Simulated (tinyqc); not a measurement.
Vertical double-diffused power MOSFET, components of the on-resistance: two steps of the calculation.

Stripe cells of pitch Wp + a, two channels a cell. Current flows through the channels, spreads in the accumulation layer, passes the gap between the p bodies and spreads at 45 degrees into the drift layer below them. Low drain voltage, full ionisation.

Parameters, values chosen for the exercise; bulk values close to those of 4H silicon carbide:
```
symbol,value,unit,meaning
T,350,K,temperature
eps_r,9.68,,relative permittivity
Kc,23600,V/cm per (cm^-3)^(1/8),critical-field constant
BV,900,V,rated breakdown voltage of the drift layer
mud,790,cm^2/(V s),drift mobility at 300 K
bt,2.2,,temperature exponent of the drift mobility
tox,58,nm,gate oxide thickness (eps_r 3.9)
Vov,4,V,gate overdrive
mch,35,cm^2/(V s),channel mobility
mac,85,cm^2/(V s),accumulation-layer mobility
Lc,0.7,um,channel length
Wp,3.6,um,"width of the p body in one cell, channels included"
a,1.7,um,gap between neighbouring p bodies
xp,1,um,depth of the p body
Nj,3,,doping of the gap over the drift doping
Vbi,2.92,V,built-in voltage of the body junction
Rs,0.13,mohm cm^2,substrate and contact resistance
```

Constants: q = 1.602176634e-19 C, eps0 = 8.8541878128e-14 F/cm where lengths are in cm. Results are converted to the units shown.

Problem 1. Drift layer. Triangular field at breakdown with Ec = Kc N^(1/8): BV = eps0 eps_r Ec^2/(2 q N), so N = (eps0 eps_r Kc^2/(2 q BV))^(4/3); W = 2 BV/Ec; mu = mud (T/300 K)^(-bt); rho = 1/(q mu N); ideal resistance rho W.

Find: N; Ec; W; mu; rho; ideal resistance.

Solution 1.

N = 1.9580e16 cm^-3
Ec = 2.5668 MV/cm
W = 7.0127 um
mu = 562.79 cm^2/(V s)
rho = 0.56640 ohm cm
ideal resistance = 0.39720 mohm cm^2

Problem 2. Components of the on-resistance. Pitch p = Wp + a, Cox = 3.9 eps0/tox; zero-bias depletion in the gap w0 = sqrt(2 eps0 eps_r Vbi/(q N Nj)), open gap g = a - 2 w0; R_ch = Lc p/(2 mch Cox Vov); R_acc = 0.6 a p/(4 mac Cox Vov), 0.6 being an empirical factor for current leaving the layer along its length; R_gap = (rho/Nj) xp p/g; spreading depth t = min(W, (p - g)/2); R_drift = (rho p/2) ln((g + 2 t)/g) + rho (W - t); R_on = the sum with Rs.

N = 1.9580341e16 cm^-3
W = 7.0126630 um
mu = 562.78713 cm^2/(V s)
rho = 0.56640254 ohm cm

Find: w0; g; components; R_on; shares.

Solution 2.

w0 = 0.2306 um
g = 1.239 um
components (mohm cm^2): channel 2.226, accumulation 0.6677, gap 0.08078, drift 0.5004, substrate 0.1300
R_on = 3.604 mohm cm^2
shares (%): channel 61.75, accumulation 18.52, gap 2.24, drift 13.88, substrate 3.61

The channel term is the largest. R_on is 9.07 times the ideal drift resistance, and spreading raises the drift term to 1.26 times it.

Numbers from tinyqc (`OMP_NUM_THREADS=1 python tinyqc.py 2230016 2230017 out.jsonl`; about 0.01 s on one thread of a shared Intel Xeon 2.30GHz).
